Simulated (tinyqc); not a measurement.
Koster-Slater impurity in a tight-binding band, by Green functions and by supercells: one step, computed by the program tinyqc. Command: `OMP_NUM_THREADS=1 python tinyqc.py 3028752 3028753 out.jsonl kosterslater walk`. One thread of a shared host (Intel(R) Xeon(R) Processor @ 2.30GHz), about 0.02 s of CPU time with the checks.

One orbital per site, e(k) = -2 t sum cos(k_i) over 2 direction(s), band from -4 t to 4 t, lattice constant 1. One site has the extra energy U. Spin is left out.

Problem. Scattering. T = U/(1 - U G0); phase shift delta = -arg(1 - U G0) in (-pi, pi]; host density of states -Im G0/pi; on the impurity -Im[G0/(1 - U G0)]/pi; lifetime of a band state hbar/(-2 c Im T).

Inputs (values chosen for the exercise, for a model band): impurity potential U = -4.42 eV; impurity concentration c = 0.002 per site.

Lattice: square.

G0(E + i eta) = 0.1139431-0.5905340i 1/eV

Constants: hbar = 6.582119569e-16 eV s.

Give: T matrix; phase shift delta; host density of states; density of states on the impurity; scattering lifetime.

Solution.

T matrix = -0.732-1.271i eV

phase shift delta = 1.048 rad

host density of states = 0.1880 1/eV

density of states on the impurity = 0.02072 1/eV

scattering lifetime = 129.4 fs

The Born approximation would take Im T = U^2 Im G0 = -11.5 eV, 9.07 times the full value.
